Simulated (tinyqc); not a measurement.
Inside a calculation. Method: UHF in the 3-21g basis, for H-, spin multiplicity 1. The basis has no diffuse functions, so it cannot describe the extra electron: this is an exercise in the method, not the real anion. One step of it, computed by the program tinyqc.

Problem. Iteration 1: building the Fock matrix. J_ij = sum D_kl (ij|kl) with D = D(alpha) + D(beta), K_ij = sum D_kl (ik|jl) for each spin; F = H + J - K(s); E = tr D H + tr D J / 2 - 0.5 sum_s tr D(s) K(s) + E_nn.

D(alpha) at the start:
```
          1H 1s     1H 2s
1H 1s  0.378718  0.298642
1H 2s  0.298642  0.235497
```

D(beta) at the start:
```
          1H 1s     1H 2s
1H 1s  0.013578  0.107294
1H 2s  0.107294  0.847819
```

core Hamiltonian H = T + V (hartree):
```
           1H 1s      1H 2s
1H 1s  -0.171513  -0.489511
1H 2s  -0.489511  -0.408216
```

Two-electron integrals (ij|kl) in chemists' order, unique and non-zero (hartree):
```
(11|11) 1.140145   (21|11) 0.611403   (21|21) 0.345152   (22|11) 0.626370
(22|21) 0.380329   (22|22) 0.482957
```

nuclear repulsion = 0 hartree

Give: Coulomb J; exchange K(alpha); exchange K(beta); F(alpha); F(beta); total energy of this density.

Solution.

Coulomb J (hartree):
```
       1H 1s  1H 2s
1H 1s  1.622  0.932
1H 2s  0.932  1.078
```

exchange K(alpha) (hartree):
```
       1H 1s  1H 2s
1H 1s  0.878  0.611
1H 2s  0.611  0.472
```

exchange K(beta) (hartree):
```
       1H 1s  1H 2s
1H 1s  0.439  0.435
1H 2s  0.435  0.496
```

F(alpha) (hartree):
```
        1H 1s   1H 2s
1H 1s   0.572  -0.169
1H 2s  -0.169   0.198
```

F(beta) (hartree):
```
       1H 1s  1H 2s
1H 1s  1.011  0.008
1H 2s  0.008  0.174
```

total energy of this density = -0.29082 hartree
